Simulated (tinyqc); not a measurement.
Growth of a silicide layer between metal and silicon: linear-parabolic kinetics, ramp anneals and Kissinger analysis: one step, computed by the program tinyqc.

One compound layer of thickness x grows by diffusion through itself and reaction at an interface, dx/dt = 1/(2x/K + 1/v), until the metal is used up at x = a h.

Task: Geometry at full reaction. Silicon consumed b h, sheet resistance rho/(final thickness) with 1 micro-ohm cm/nm = 10 ohm; margin to the junction x_j - b h.

Inputs (values chosen for the exercise, modelled on CoSi):
```
quantity,value,unit
metal thickness h,4.8,nm
silicon consumed per metal thickness b,1.82,-
silicide resistivity,120,micro-ohm cm
junction depth x_j,77,nm
```

final thickness = 9.696 nm

Give: silicon consumed; sheet resistance; margin to the junction.

Result:

silicon consumed = 8.736 nm

sheet resistance = 123.8 ohm/square

margin to the junction = 68.264 nm

The layer takes 11 % of the junction depth; its surface lies 0.96 nm above the original silicon surface. Caution: so thin a film has a resistivity above the bulk value and tends to agglomerate.
